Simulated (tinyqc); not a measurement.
Estimate of lattice thermal conductivity from elastic moduli (Slack, Klemens and Cahill formulas): one step, computed by the program tinyqc.

An isotropic solid.

Problem. Minimum conductivity. Cahill minimum: kappa_min = (pi/6)^(1/3) k_B V^(-2/3) sum over L, T, T of v (T/Theta_i)^2 int_0^(Theta_i/T) x^3 e^x/(e^x - 1)^2 dx, Theta_i = Theta v_i/v_m (64 Gauss-Legendre points). Its high-temperature limit is (1/2) (pi/6)^(1/3) k_B V^(-2/3) (vL + 2 vT).

Inputs (values chosen for the exercise, for a model crystal): volume per atom V = 12.2 angstrom^3; temperature T = 900 K.

Grueneisen parameter: from thermal expansion.

vL = 3680.368 m/s

vT = 2352.219 m/s

Debye temperature Theta = 334.2746 K

v_m = 2584.720 m/s

kappa of the polycrystal = 5.961441 W/(m K)

Constants: k_B = 1.380649e-23 J/K.

Give: kappa_min; its high-temperature limit; kappa_poly/kappa_min.

Solution.

kappa_min = 0.87351 W/(m K)

its high-temperature limit = 0.88032 W/(m K)

kappa_poly/kappa_min = 6.8247
